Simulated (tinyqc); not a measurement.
Comparisons within one model: shallow donor in an anisotropic valley (effective-mass theory). A value that a table varies takes the place of the one given here.

One valley: H = -c [(d2/dx2 + d2/dy2)/mt + (d2/dz2)/ml] - q/(eps r), c = hbar^2/2m0, q = e^2/(4 pi eps0). Trial function exp(-sqrt((x^2 + y^2)/a^2 + z^2/b^2)) with a > b: T = (c/3)(2/(mt a^2) + 1/(ml b^2)), V = -(q/eps) atan(u/b)/u, u = sqrt(a^2 - b^2). The central cell of the impurity is left out.

Constants: hbar^2/2m0 = 3.80998211 eV angstrom^2; e^2/(4 pi eps0) = 14.39964547 eV angstrom; Ry = 13.60569312 eV; a0 (Bohr radius) = 0.5291772105 angstrom.

Inputs chosen for the exercise (near those of GaP; shifted at random, so the results belong to these values and not to a real crystal):

| symbol | value | unit | meaning |
|---|---|---|---|
| mt | 0.257 | m0 | transverse mass |
| eps | 10.9 |  | dielectric constant |
| xs | (1.4, 1.9, 2.8, 6.2, 9.9, 26, 46, 250) |  | ratios ml/mt |
| ml | 2.015 | m0 | longitudinal mass |

## Mass anisotropy

mt and eps fixed, ml varied. Energies in units of Ry*(mt) = Ry mt/eps^2 and lengths in a*(mt) = a0 eps/mt; the last two columns use one mass, 3/(1/ml + 2/mt) or (ml mt^2)^(1/3).

Results:

| ml/mt | a/a* | b/a | binding | conductivity mass | density-of-states mass |
|---|---|---|---|---|---|
| 1.40 | 0.932 | 0.887 | 1.115 | 1.105 | 1.119 |
| 1.90 | 0.878 | 0.796 | 1.223 | 1.188 | 1.239 |
| 2.80 | 0.818 | 0.694 | 1.364 | 1.273 | 1.409 |
| 6.20 | 0.720 | 0.526 | 1.660 | 1.388 | 1.837 |
| 9.90 | 0.675 | 0.447 | 1.835 | 1.428 | 2.147 |
| 26.0 | 0.602 | 0.321 | 2.181 | 1.472 | 2.962 |
| 46.0 | 0.570 | 0.264 | 2.370 | 1.484 | 3.583 |
| 250 | 0.506 | 0.149 | 2.843 | 1.497 | 6.300 |

The binding grows from 1.11 to 2.84 Ry*(mt); for ml going to infinity the exact problem becomes two-dimensional, with 4 Ry*. The conductivity mass saturates at 1.5 and underbinds, by 16 % at ml/mt = 6.2; the density-of-states mass errs by +11 % there and by +122 % in the last row. With these mt and eps one unit is 29.43 meV.

## What each parameter does

The minimum of the trial energy. Each row changes one parameter from the base and keeps the others.

Results:

| case | E (meV) | a (angstrom) | b (angstrom) | b/a |
|---|---|---|---|---|
| base | -51.45 | 15.63 | 7.58 | 0.485 |
| ml = 2.519 m0 | -53.90 | 15.16 | 6.80 | 0.449 |
| mt = 0.283 m0 | -55.49 | 14.39 | 7.21 | 0.501 |
| eps = 12 | -42.45 | 17.20 | 8.34 | 0.485 |

The largest shifts from the base row, up to three for each result and ties (the steps differ in size, so this ranks the rows, not the parameters). E (meV): eps +9.00, mt -4.04, ml -2.44. a (angstrom): eps +1.58, mt -1.24, ml -0.47. b (angstrom): ml -0.77, eps +0.76, mt -0.36. b/a: ml -0.036, mt +0.016; unchanged at the printed digits by eps. eps only rescales the solution (E as 1/eps^2, lengths as eps), so b/a depends on ml/mt alone.

Computed by tinyqc, a small Python program: `OMP_NUM_THREADS=1 python tinyqc.py 1282729 1282730 out.jsonl` (the numbers bound the seed that draws the inputs); one thread of a shared host (Intel(R) Xeon(R) Processor @ 2.30GHz), about 0.01 s for the whole set of steps.
